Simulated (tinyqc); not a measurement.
Inside a calculation. Model: off-state leakage of single and stacked transistors.

tinyqc, about 0.03 s, one thread, Intel Xeon 2.30GHz (shared host): `OMP_NUM_THREADS=1 python tinyqc.py 2242031 2242032 out.jsonl` Printed values are rounded.

n-channel devices of unit width. Subthreshold current I(Vg, Vs, Vd) = I0 (T/300 K)^0.5 exp[(Vg - Vs - VT(T) - gb (Vs - Vb) + dd (Vd - Vs))/(nf Vt)] (1 - exp(-(Vd - Vs)/Vt)), VT(T) = VT - cT (T - 300 K). Gate-edge tunnelling Ig (Vd/1 V) exp(ag (Vd - 1 V)), for a gate at 0 V, and band-to-band leakage Ab u exp(-Bb/u), u = Vd - Vb + 1 V, flow at a drain held at V; both are taken as independent of T. In a stack of off transistors (all gates at 0 V) the same subthreshold current passes through each.

Values chosen for this exercise; values of the order met in bulk silicon logic transistors: temperature T = 378 K; supply voltage V = 0.8 V; threshold at 300 K, zero drain and body bias VT = 0.33 V; fall of the threshold with temperature cT = 0.8 mV/K; current at threshold at 300 K I0 = 0.15 uA/um; slope factor nf = 1.22; drain-induced lowering per volt dd = 0.05; rise of the threshold per volt of source-body bias gb = 0.21; gate-edge tunnelling current at 1 V Ig = 5e-6 uA/um; exponential slope of the gate current ag = 5.9 1/V; prefactor of band-to-band leakage at the drain Ab = 100 uA/(um V); its exponential voltage Bb = 19 V; body voltage Vb = -0.3 V.

Constants: q = 1.602176634e-19 C, kB = 1.380649e-23 J/K, Vt = kB T/q. Results are converted to the units shown.

## Leakage of one transistor

Vg = Vs = 0, Vd = V; effective threshold VT(T) - gb Vb - dd V.

effective threshold = 0.2906 V
parts (nA/um): subthreshold 0.112321, gate edge 0.00122911, band-to-band 24.7109
total = 24.8244 nA/um
shares (%): subthreshold 0.452461, gate edge 0.00495123, band-to-band 99.5426

The band-to-band part is the largest.

## Starting value

Vx = dd V/(1 + gb + 2 dd), the solution for Vx well above Vt, rounded to three decimals.

Vx at the start = 0.031 V

## Iteration 1: new Vx

Stack of two, Vx the node between them: I_low = I(0, 0, Vx), I_up = I(0, Vx, V), f = ln(I_up/I_low), f' = -(1 + gb + 2 dd)/(nf Vt) - 1/(Vt (exp(Vx/Vt) - 1)) - 1/(Vt (exp((V - Vx)/Vt) - 1)), Vx(new) = Vx - f/f'.

I_low = 0.0262040 nA/um
I_up = 0.0420333 nA/um
f = 0.472552
f' = -52.2714 1/V
Vx after iteration 1 = 0.0400403 V

## Iteration 2: new Vx

As before.

I_low = 0.0305433 nA/um
I_up = 0.0315580 nA/um
f = 0.0326824
f' = -45.6577 1/V
Vx after iteration 2 = 0.0407562 V

## Iteration 3: new Vx

As before.

I_low = 0.0308455 nA/um
I_up = 0.0308498 nA/um
f = 1.39248e-4
f' = -45.2713 1/V
Vx after iteration 3 = 0.0407592 V

## Course of the iteration

Stop when the step is below 1e-11 V, or after 40 iterations.

Course of the iteration:
```
iteration  Vx before the step (V)  step (V)
1                           0.031   9.04e-3
2                       0.0400403   7.16e-4
3                       0.0407562   3.08e-6
4                       0.0407592  5.53e-11
5                       0.0407592   < 1e-15
```

Converged in 5 iterations. The subthreshold current of the stack is 0.03085 nA/um, 3.64 times less than that of one transistor (the drain leakage is unchanged); the estimate exp[dd V (1 + gb + dd)/((1 + gb + 2 dd) nf Vt)] gives 2.63.
